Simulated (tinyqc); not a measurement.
## Voltage drop against the pad pitch

A grid of 25 by 25 nodes with segments Rx (rows) and Ry (columns); every node draws I1 and the central node kh I1; pads with resistance Rp sit at the nodes whose row and column are multiples of the pitch, counting from 0. The drops u = Vdd - V follow from G u = i, with G the conductance matrix and i the load currents, solved directly.

Inputs (values chosen for the exercise):
- Vdd = 0.75 V (supply voltage)
- Rx = 0.25 ohm (resistance of a horizontal segment)
- Ry = 0.29 ohm (resistance of a vertical segment)
- Rp = 0.57 ohm (resistance from a pad node to the supply)
- kh = 3 (factor on the load at the hot node)
- I1 = 1.1 mA (load current of a node in the large grid)

Result of one run:
```
pads	worst drop (mV)	mean drop (mV)	largest drop at a pad (mV)	largest pad current (mA)	worst drop over Vdd (%)
25	21.39	19.36	18.46	32.39	2.852
```

Which pad pitch gave this result: 3, 4, 6 or 24 nodes?

pitch = 6 nodes.

The whole series:
```
pitch (nodes)	pads	worst drop (mV)	mean drop (mV)	largest drop at a pad (mV)	largest pad current (mA)	worst drop over Vdd (%)
1	625	0.8172	0.6290	0.8172	1.434	0.1090
2	169	2.864	2.519	2.722	4.776	0.3819
3	81	6.212	5.483	5.658	9.926	0.8282
4	49	10.56	9.369	9.374	16.45	1.408
6	25	21.39	19.36	18.46	32.39	2.852
8	16	35.17	31.62	28.29	49.64	4.689
12	9	64.18	60.62	53.25	93.42	8.557
24	4	175.3	164.6	98.28	172.4	23.37
```

The worst drop goes from 0.817 to 175 mV while the number of pads falls from 625 to 4; between the last two rows it goes as pitch^(1.45). The largest drop at a pad is 100 % of the worst drop in the first row and 56.1 % in the last; the rest falls along the wires. For pitch = 24 the drop exceeds 15 % of the supply, where loads no longer draw a fixed current.

Program tinyqc, `OMP_NUM_THREADS=1 python tinyqc.py 2770199 2770200 out.jsonl`; Intel Xeon 2.30GHz, shared host, one thread, about 0.4 s.
